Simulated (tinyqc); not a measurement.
# Carrier lifetime of an n-type layer with SRH, radiative, Auger and surface recombination: what changes with what

Uniform excess density dn = dp (no trapping), n = n0 + dn, p = p0 + dn, Boltzmann statistics, full ionisation. Surfaces enter as a rate 2 S dn/d, which holds while diffusion to them is fast.

Parameters, values chosen for the exercise; band and dielectric values close to those of silicon:
```
symbol,value,unit,meaning
T,400,K,temperature
Eg,1.1,eV,band gap
Nc,4.26e19,cm^-3,conduction-band density of states at T
Nv,4.06e19,cm^-3,valence-band density of states at T
B,4.78e-15,cm^3/s,radiative coefficient
N,6.6e14,cm^-3,donor density
Cn,1.9e-31,cm^6/s,Auger coefficient (two electrons)
Cp,8.4e-32,cm^6/s,Auger coefficient (two holes)
Nt,9e12,cm^-3,trap density
sn,2e-17,cm^2,capture cross-section for electrons
sp,1e-17,cm^2,capture cross-section for holes
vth,1.8e7,cm/s,thermal velocity (both carriers)
Et,0.57,eV,trap level below the conduction band
S,0,cm/s,surface recombination velocity (both faces)
d,8,um,sample thickness
```

Constants: q = 1.602176634e-19 C, kB = 1.380649e-23 J/K, Vt = kB T/q. Results are converted to the units shown.

Each table varies one quantity; the others keep the values above.

## Lifetime against injection

ni = sqrt(Nc Nv) exp(-Eg/(2 Vt)), Eg in volts; majority density N/2 + sqrt(N^2/4 + ni^2), n0 p0 = ni^2; n1 = Nc exp(-Et/Vt), p1 = Nv exp((Et - Eg)/Vt); tn0 = 1/(sn vth Nt), tp0 = 1/(sp vth Nt). With e = n p - ni^2 = dn (n0 + p0 + dn): U_SRH = e/(tp0 (n + n1) + tn0 (p + p1)), U_rad = B e, U_Aug = (Cn n + Cp p) e, U_s = 2 S dn/d. Each tau is dn over its rate; tau = dn/U with U the sum.

Lifetime against injection:
```
dn (cm^-3)	tau_SRH (s)	tau_rad (s)	tau_Aug (s)	tau (s)	radiative share (%)	largest path
1e11	6.239e-4	0.3169	12.08	6.227e-4	0.1965	SRH
1e12	6.243e-4	0.3165	12.04	6.231e-4	0.1969	SRH
1e13	6.284e-4	0.3122	11.65	6.271e-4	0.2009	SRH
1e14	6.636e-4	0.2752	8.610	6.620e-4	0.2405	SRH
1e15	8.058e-4	0.1260	1.508	8.003e-4	0.6350	SRH
1e16	9.072e-4	0.01963	0.03274	8.448e-4	4.304	SRH
1e17	9.239e-4	0.002078	3.609e-4	2.307e-4	11.10	Auger
1e18	9.257e-4	2.091e-4	3.646e-6	3.569e-6	1.707	Auger
1e19	9.259e-4	2.092e-5	3.649e-8	3.643e-8	0.1741	Auger
```

SRH recombination leads at dn = 1e11, Auger from 1e17 on. The total lifetime goes from 6.23e-4 through a maximum of 8.45e-4 (at dn = 1e16 among the rows listed) to 3.64e-8 s. tau_SRH goes from 6.24e-4 s (low-injection limit 6.24e-4 s) to 9.26e-4 s (high-injection limit tn0 + tp0 = 9.26e-4 s). Between the last two rows tau_rad goes as dn^(-1.00) and tau_Aug as dn^(-2.00); the radiative share goes from 0.196 through a maximum of 11.1 (at dn = 1e17 among the rows listed) to 0.174 %.

## Effect of the capture cross-section for electrons at dn = 2e16 cm^-3

Same model as above.

Here dn = 2e16 cm^-3.

The same in every row: tau_rad (s) = 0.01013; tau_Aug (s) = 0.008635.

Effect of the capture cross-section for electrons at dn = 2e16 cm^-3:
```
sn (cm^2)	tau_SRH (s)	tau (s)	radiative share (%)	largest path
1e-20	0.5984	0.004625	45.67	Auger
1e-19	0.06040	0.004327	42.73	Auger
1e-18	0.006596	0.002731	26.97	SRH
1e-17	0.001215	9.639e-4	9.519	SRH
1e-16	6.771e-4	5.912e-4	5.839	SRH
1e-15	6.233e-4	5.498e-4	5.430	SRH
1e-14	6.180e-4	5.456e-4	5.388	SRH
```

Auger recombination leads at sn = 1e-20, SRH from 1e-18 on. tau_SRH falls from 0.598 to 6.18e-4 s and the total lifetime falls from 0.00462 to 5.46e-4 s.

Program tinyqc, `OMP_NUM_THREADS=1 python tinyqc.py 2300008 2300009 out.jsonl`; Intel Xeon 2.30GHz, shared host, one thread, about 0.01 s.
